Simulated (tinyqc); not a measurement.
Plane-wave Kohn-Sham cycle with exchange-only LDA in a layered model solid, step by step. Computed by tinyqc, a small Python program that keeps every step. Settings: points = 16, plane-wave index or count = 2, electrons = 4, k points = 2, area = 40.0, mixing = 0.3, iteration cap = 79. Command: `OMP_NUM_THREADS=1 python tinyqc.py 29812 29813 out.jsonl` (the two numbers bound the seeds that draw the settings). One thread of a shared host (Intel(R) Xeon(R) Processor @ 2.60GHz), about 0.01 s of CPU time with the checks. Later iterations appear only in the table of the cycle.

## Iteration 1: potential

A solid whose potential varies along x alone (atomic units):

| parameter | value |
|---|---|
| period a | 17.500000 |
| cross-section of the cell | 40.000000 |
| electrons per cell | 4 |
| grid points | 16 |
| plane waves -n..n, n | 2 |
| k points | 2 |
| V1 in V1 cos(2 pi x/a) | -0.750000 |
| V2 in V2 cos(4 pi x/a) | -0.160000 |

density at the start, on the grid x_j = j a/N (e/bohr^3): 0.0057143  0.0057143  0.0057143  0.0057143  0.0057143  0.0057143  0.0057143  0.0057143  0.0057143  0.0057143  0.0057143  0.0057143  0.0057143  0.0057143  0.0057143  0.0057143

V_H(G) = 4 pi rho(G)/G^2 for G != 0 (uniform background); v_x = -(3 rho/pi)^(1/3); V = V_ext + V_H + v_x; Fourier components f(G_m) = (1/N) sum_j f(x_j) exp(-i G_m x_j).

Potentials on the grid (hartree):

| x | V_ext | V_H | v_x | V |
|---|---|---|---|---|
| 0.00000 | -0.91000 | 0.00000 | -0.17605 | -1.08605 |
| 1.09375 | -0.80605 | 0.00000 | -0.17605 | -0.98210 |
| 2.18750 | -0.53033 | 0.00000 | -0.17605 | -0.70638 |
| 3.28125 | -0.17388 | 0.00000 | -0.17605 | -0.34993 |
| 4.37500 | 0.16000 | 0.00000 | -0.17605 | -0.01605 |
| 5.46875 | 0.40015 | 0.00000 | -0.17605 | 0.22410 |
| 6.56250 | 0.53033 | 0.00000 | -0.17605 | 0.35428 |
| 7.65625 | 0.57977 | 0.00000 | -0.17605 | 0.40372 |
| 8.75000 | 0.59000 | 0.00000 | -0.17605 | 0.41395 |
| 9.84375 | 0.57977 | 0.00000 | -0.17605 | 0.40372 |
| 10.93750 | 0.53033 | 0.00000 | -0.17605 | 0.35428 |
| 12.03125 | 0.40015 | 0.00000 | -0.17605 | 0.22410 |
| 13.12500 | 0.16000 | 0.00000 | -0.17605 | -0.01605 |
| 14.21875 | -0.17388 | 0.00000 | -0.17605 | -0.34993 |
| 15.31250 | -0.53033 | 0.00000 | -0.17605 | -0.70638 |
| 16.40625 | -0.80605 | 0.00000 | -0.17605 | -0.98210 |

V(G_m), m = 0, 1, 2, ... (hartree): -0.17605  -0.37500  -0.08000  0.00000  0.00000

## Iteration 1: Hamiltonian at one k

k = 0.25000 2 pi / a

H(m,m') = (k + G_m)^2/2 delta + V(G_m - G_m'), with V(-G) = V(G).

H (hartree):
```
          -2        -1        +0        +1        +2
-2   0.02134  -0.37500  -0.08000   0.00000   0.00000
-1  -0.37500  -0.13980  -0.37500  -0.08000   0.00000
+0  -0.08000  -0.37500  -0.17203  -0.37500  -0.08000
+1   0.00000  -0.08000  -0.37500  -0.07534  -0.37500
+2   0.00000   0.00000  -0.08000  -0.37500   0.15025
```

## Iteration 1: levels at that k

Diagonalise the Hermitian matrix.

eigenvalues (hartree): -0.84552  -0.35096  0.09962  0.39099  0.49028

## Iteration 1: new density

Motion across x is left out: the lowest 2 band(s) hold two electrons at each of the k points (j + 1/2)/nk - 1/2. Residual R = rho(out) - rho(in); rho(new) = rho(in) + 0.3 R. rho(out) = 2/(a A nk) sum |psi|^2 with psi = sum c exp(i G x). Harris energy E = band energy - dV sum rho (V_H/2 + v_x) + (3/4) dV sum rho v_x with rho(in), dV = a A/N, band energy = (2/nk) sum of the filled levels.

rho(out) (e/bohr^3): 0.0127684  0.0134233  0.0130039  0.0088609  0.0033321  0.0003919  0.0001120  0.0001811  0.0000500  0.0001811  0.0001120  0.0003919  0.0033321  0.0088609  0.0130039  0.0134233

density after iteration 1 (e/bohr^3): 0.0078305  0.0080270  0.0079012  0.0066583  0.0049996  0.0041176  0.0040336  0.0040543  0.0040150  0.0040543  0.0040336  0.0041176  0.0049996  0.0066583  0.0079012  0.0080270

energy per cell = -2.2168912 hartree

## Iteration 2: potential

As before.

Potentials on the grid (hartree):

| x | V_ext | V_H | v_x | V |
|---|---|---|---|---|
| 0.00000 | -0.91000 | 0.23151 | -0.19555 | -0.87404 |
| 1.09375 | -0.80605 | 0.21530 | -0.19717 | -0.78792 |
| 2.18750 | -0.53033 | 0.16472 | -0.19613 | -0.56175 |
| 3.28125 | -0.17388 | 0.08278 | -0.18526 | -0.27635 |
| 4.37500 | 0.16000 | -0.01279 | -0.16838 | -0.02118 |
| 5.46875 | 0.40015 | -0.09869 | -0.15784 | 0.14363 |
| 6.56250 | 0.53033 | -0.16163 | -0.15675 | 0.21194 |
| 7.65625 | 0.57977 | -0.19939 | -0.15702 | 0.22336 |
| 8.75000 | 0.59000 | -0.21210 | -0.15651 | 0.22139 |
| 9.84375 | 0.57977 | -0.19939 | -0.15702 | 0.22336 |
| 10.93750 | 0.53033 | -0.16163 | -0.15675 | 0.21194 |
| 12.03125 | 0.40015 | -0.09869 | -0.15784 | 0.14363 |
| 13.12500 | 0.16000 | -0.01279 | -0.16838 | -0.02118 |
| 14.21875 | -0.17388 | 0.08278 | -0.18526 | -0.27635 |
| 15.31250 | -0.53033 | 0.16472 | -0.19613 | -0.56175 |
| 16.40625 | -0.80605 | 0.21530 | -0.19717 | -0.78792 |

V(G_m), m = 0, 1, 2, ... (hartree): -0.17432  -0.27373  -0.07631  0.00005  0.00029

## Iteration 2: Hamiltonian at one k

k = 0.25000 2 pi / a

As before.

H (hartree):
```
          -2        -1        +0        +1        +2
-2   0.02307  -0.27373  -0.07631   0.00005   0.00029
-1  -0.27373  -0.13807  -0.27373  -0.07631   0.00005
+0  -0.07631  -0.27373  -0.17030  -0.27373  -0.07631
+1   0.00005  -0.07631  -0.27373  -0.07361  -0.27373
+2   0.00029   0.00005  -0.07631  -0.27373   0.15198
```

## Iteration 2: levels at that k

As before.

eigenvalues (hartree): -0.66542  -0.25232  0.08960  0.26570  0.35551

## Iteration 2: new density

As before.

rho(out) (e/bohr^3): 0.0126178  0.0132706  0.0129230  0.0089574  0.0035281  0.0004886  0.0000743  0.0001406  0.0000459  0.0001406  0.0000743  0.0004886  0.0035281  0.0089574  0.0129230  0.0132706

density after iteration 2 (e/bohr^3): 0.0092667  0.0096001  0.0094077  0.0073480  0.0045582  0.0030289  0.0028458  0.0028802  0.0028243  0.0028802  0.0028458  0.0030289  0.0045582  0.0073480  0.0094077  0.0096001

energy per cell = -1.7491956 hartree

## Convergence

Stop when sqrt(dV sum R^2) is below 1e-8, dV = a A/N.

Course of the cycle:

| iteration | E (hartree) | norm of the residual |
|---|---|---|
| 1 | -2.2168912 | 1.51e-01 |
| 2 | -1.7491956 | 1.04e-01 |
| 3 | -1.5270434 | 7.08e-02 |
| 4 | -1.4256643 | 4.68e-02 |
| 5 | -1.3827005 | 2.91e-02 |
| 6 | -1.3672555 | 1.57e-02 |
| 7 | -1.3634960 | 6.90e-03 |
| 8 | -1.3630864 | 4.06e-03 |
| 9 | -1.3630806 | 3.01e-03 |
| 10 | -1.3630864 | 2.15e-03 |
| 11 | -1.3630897 | 1.52e-03 |
| ... | ... | ... |
| 36 | -1.3630934 | 2.71e-07 |
| 37 | -1.3630934 | 1.92e-07 |
| 38 | -1.3630934 | 1.37e-07 |
| 39 | -1.3630934 | 9.70e-08 |
| 40 | -1.3630934 | 6.89e-08 |
| 41 | -1.3630934 | 4.89e-08 |
| 42 | -1.3630934 | 3.48e-08 |
| 43 | -1.3630934 | 2.47e-08 |
| 44 | -1.3630934 | 1.75e-08 |
| 45 | -1.3630934 | 1.25e-08 |
| 46 | -1.3630934 | 8.85e-09 |

Converged in 46 iterations. Before convergence this energy mixes input and output and is not variational, so it may rise towards its limit.
